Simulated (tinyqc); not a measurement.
Where the wafer is too thin: surface photovoltage measurement of the minority-carrier diffusion length in a wafer. Computed by tinyqc, a small Python program. Command: `OMP_NUM_THREADS=1 python tinyqc.py 3130081 3130082 out.jsonl spv walk`. One thread of a shared host (Intel(R) Xeon(R) Processor @ 2.30GHz), about 0.01 s of CPU time with the checks.

Low injection, steady light, a depletion layer much thinner than 1/alpha and L. The excess density dn is taken at the front edge of the neutral region; light that reaches the back is lost.

Inputs (values chosen for the exercise, modelled on p-type silicon at room temperature): wafer thickness W = 525 micrometre; diffusivity D = 28.2 cm^2/s; front recombination velocity S_f = 6300 cm/s; back recombination velocity S_b = 830000 cm/s; photon flux entering = 3.8e+11 1/(cm^2 s).

Method:
- alpha = (84.732/lambda - 76.417)^2 per cm with lambda in micrometre (an empirical fit for silicon between 0.7 and 1.05 micrometre).
- Thick wafer: dn = Phi L/((S_f + D/L)(L + 1/alpha)). Finite wafer, with s = S_b L/D, w = W/L, a = alpha L: dn = [Phi a/(a^2 - 1)] [a - B - exp(-alpha W)(a - s)/(cosh w + s sinh w)]/(S_f + B D/L), B = (sinh w + s cosh w)/(cosh w + s sinh w).
- Readings y = (Phi/dn) (1 + noise x g) at 780, 830, 880, 920, 950, 975 and 995 nm; a least-squares line y = c (1/alpha + L_app) gives L_app = intercept/slope.
- No noise; L is varied at fixed W, and the last two columns set S_b to 0 and to 1e7 cm/s.

Apparent length (micrometre):
```
L          W/L  given S_b  S_b = 0  S_b = 1e7
26.2    20.038      26.20     26.2      26.20
52.5    10.000      52.50     52.5      52.50
105.0    5.000     104.82    105.1     104.82
158.0    3.323     155.55    160.0     155.54
262.0    2.004     236.66    285.5     236.61
420.0    1.250     308.01    544.4     307.88
682.0    0.770     355.51   1138.2     355.29
1100.0   0.477     378.59   2285.1     378.33
2100.0   0.250     390.31   4582.0     390.02
```

What follows from these numbers?

With a fast back surface L_app levels off, at 390 micrometre in the last row; with a passive one it reaches up to 2.18 times L among these rows and is 4580 in the last. All three columns are within 5 % of L down to W/L = 3.3.

Extremes, crossings and ranges named in words are read from the listed rows.
